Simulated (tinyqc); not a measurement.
Inside a calculation. Method: plane-wave Kohn-Sham cycle with exchange-only LDA in a layered model solid. One step of it, computed by the program tinyqc.

Task: Iteration 1: levels at that k. Diagonalise the Hermitian matrix.

H (hartree), order -3, -2, -1, +0, +1, +2, +3:
```
[[2.446213, -0.265000, 0.000000, 0.000000, 0.000000, 0.000000, 0.000000],
 [-0.265000, 0.978396, -0.265000, 0.000000, 0.000000, 0.000000, 0.000000],
 [0.000000, -0.265000, 0.097705, -0.265000, 0.000000, 0.000000, 0.000000],
 [0.000000, 0.000000, -0.265000, -0.195858, -0.265000, 0.000000, 0.000000],
 [0.000000, 0.000000, 0.000000, -0.265000, 0.097705, -0.265000, 0.000000],
 [0.000000, 0.000000, 0.000000, 0.000000, -0.265000, 0.978396, -0.265000],
 [0.000000, 0.000000, 0.000000, 0.000000, 0.000000, -0.265000, 2.446213]]
```

Give: eigenvalues.

Result:

eigenvalues (hartree): [-0.468, 0.022, 0.284, 1.007, 1.017, 2.493, 2.493]
